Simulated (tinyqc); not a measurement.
Global model of a low-pressure process discharge: electron temperature, density, ion flux and ion energy: one step, computed by the program tinyqc. Command: `OMP_NUM_THREADS=1 python tinyqc.py 3111883 3111884 out.jsonl plasma walk`. One thread of a shared host (Intel(R) Xeon(R) Processor @ 2.30GHz), about 0.01 s of CPU time with the checks.

Maxwellian electrons with temperature T_e in eV, one positive ion, no negative ions, uniform bulk density n; rate constants have the Arrhenius form.

Task: Geometry factors. n_g = p/(k_B T_g); lambda_i = 1/(n_g sigma); h_L = 0.86/sqrt(3 + L/(2 lambda_i)), h_R = 0.8/sqrt(4 + R/lambda_i); A_eff = 2 pi R^2 h_L + 2 pi R L h_R; d_eff = pi R^2 L/A_eff.

Inputs (values chosen for the exercise, of the order of those of an inductive discharge in a simple atomic gas):
```
quantity,value,unit
ion-neutral cross section,8.7e-19,m^2
pressure p,3.3,Pa
gas temperature T_g,500,K
radius R,17,cm
height L,20,cm
```

Constants: k_B = 1.380649e-23 J/K.

Give: gas density n_g; ion mean free path; h_L; h_R; A_eff; d_eff.

Result:

gas density n_g = 4.7804e+20 1/m^3

ion mean free path = 0.24045 cm

h_L = 0.12879

h_R = 0.092560

A_eff = 431.60 cm^2

d_eff = 42.072 cm

Caution: at so short an ion path the formulas for h_L and h_R give way to the ambipolar-diffusion limit.
